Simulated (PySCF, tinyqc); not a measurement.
Worked calculation: CID on RHF in the sto-3g basis, for H2, spin multiplicity 1. The lowest restricted solution is unstable here: a spin-polarised one lies 0.0309 hartree lower (PySCF). Computed by tinyqc, a small Python program that keeps every step (integrals from PySCF). Settings: charge = 0, multiplicity = 1, basis = sto-3g, method = RHF, energy threshold = 1e-10, iteration cap = 67, orthogonalisation = symmetric, start = Wolfsberg-Helmholz matrix, DIIS depth = 6, ci = CID. Command: `OMP_NUM_THREADS=1 python tinyqc.py 23933 23934 out.jsonl` (the two numbers bound the seeds that draw the settings). One thread of a shared host (Intel(R) Xeon(R) Processor @ 2.60GHz), about 0.04 s of CPU time with the checks. The early iterations of the SCF are left out here.

## One-electron integrals

Geometry (angstrom):
```
atom        x        y        z
H     0.00000  0.00000  0.00000
H     0.00000  0.00000  1.42100
```

Basis sto-3g: exponents (1/bohr^2) and contraction coefficients of normalised primitives:
```
element  l (shell)  exponent  coefficient
H            s (1)   3.42525      0.15433
H            s (1)   0.62391      0.53533
H            s (1)   0.16886      0.44463
```

Overlap, kinetic and nuclear-attraction integrals over the contracted functions; the nuclear repulsion is the sum of Za Zb / Rab.

nuclear repulsion = 0.3723978 hartree

overlap S:
```
         1H 1s    2H 1s
1H 1s  1.00000  0.28717
2H 1s  0.28717  1.00000
```

kinetic energy T (hartree):
```
         1H 1s    2H 1s
1H 1s  0.76003  0.01734
2H 1s  0.01734  0.76003
```

nuclear attraction V (hartree):
```
          1H 1s     2H 1s
1H 1s  -1.59690  -0.38365
2H 1s  -0.38365  -1.59690
```

core Hamiltonian H = T + V (hartree):
```
          1H 1s     2H 1s
1H 1s  -0.83687  -0.36631
2H 1s  -0.36631  -0.83687
```

## Two-electron integrals

Functions are numbered as in S; the eight-fold symmetry (ij|kl) = (ji|kl) = (kl|ij) leaves the list below.

Two-electron integrals (ij|kl) in chemists' order, unique and non-zero (hartree):
```
(11|11) 0.77461   (21|11) 0.15752   (21|21) 0.04765   (22|11) 0.36282
(22|21) 0.15752   (22|22) 0.77461
```

## Orthogonalisation

S = U s U^T; symmetric (Loewdin) form X = U s^(-1/2) U^T, so that X^T S X = 1.

eigenvalues of S: 0.71283  1.28717

X:
```
          1H 1s     2H 1s
1H 1s   1.03292  -0.15150
2H 1s  -0.15150   1.03292
```

## Iteration 2 (converged): orbitals

converged F (hartree):
```
          1H 1s     2H 1s
1H 1s  -0.15024  -0.32935
2H 1s  -0.32935  -0.15024
```

Diagonalise F' = X^T F X, C = X C', fill 1 alpha and 1 beta electrons from the bottom; D = 2 C_occ C_occ^T. Each column has its largest component positive (the first on a tie).

F' = X^T F X (hartree):
```
          1         2
1  -0.06066  -0.31193
2  -0.31193  -0.06066
```

orbital energies (hartree): MO1 -0.37259, MO2 0.25127

coefficients C:
```
           MO1       MO2
1H 1s  0.62326   0.83751
2H 1s  0.62326  -0.83751
```

D after iteration 2:
```
         1H 1s    2H 1s
1H 1s  0.77690  0.77690
2H 1s  0.77690  0.77690
```

## Convergence

Stop when the energy changes by less than 1e-10 hartree and every element of the error matrix X^T (F D S - S D F) X is below 3e-06.

Course of the cycle:
```
iteration  E (hartree)   change  largest element of the error matrix
1           -0.9349507        -                             1.17e-16
2           -0.9349507  0.00000                             1.17e-16
```

PySCF RHF in the same basis = -0.9349507 hartree

Converged in 2 iterations.

## Integrals over molecular orbitals

(pq|rs) = sum C_ip C_jq C_kr C_ls (ij|kl), one index at a time.

one-electron integrals over orbitals h = C^T H C (hartree):
```
          1         2
1  -0.93476   0.00000
2   0.00000  -0.66012
```

Two-electron integrals over orbitals (pq|rs), unique and non-zero (hartree):
```
(11|11) 0.56216   (21|21) 0.22440   (22|11) 0.56789   (22|22) 0.59301
```

## CID: determinants and Hamiltonian

Hartree-Fock energy = -0.9349507 hartree

Slater-Condon rules over spin orbitals, with the nuclear repulsion added and E(HF) subtracted on the diagonal. Only determinants linked to the reference directly or through others are kept (one block of an abelian symmetry group), so some states are absent.

Occupation strings over the orbitals (2 doubly, a alpha, b beta, 0 empty; spin orbitals ordered 1a 1b 2a 2b ...): 20 02

H - E(HF) between determinants (hartree):
```
         20       02
20  0.00000  0.22440
02  0.22440  0.58012
```

## CID: roots

Diagonalise (each vector has its largest component positive (the first on a tie)); all determinants have Ms = 0, so triplets appear too. The lowest singlet root is the correlation energy.

lowest roots of this matrix, relative to E(HF) (hartree): -0.07667  0.65679

lowest vectors:
```
      root 1   root 2
20   0.94629  0.32331
02  -0.32331  0.94629
```

<S^2> of these roots: 0.00000  0.00000

weight of the ground state by excitation level 0, 1, 2, ...: 0.89547  0.00000  0.10453

The reference has a weight of only 0.90: one determinant is a poor start here.
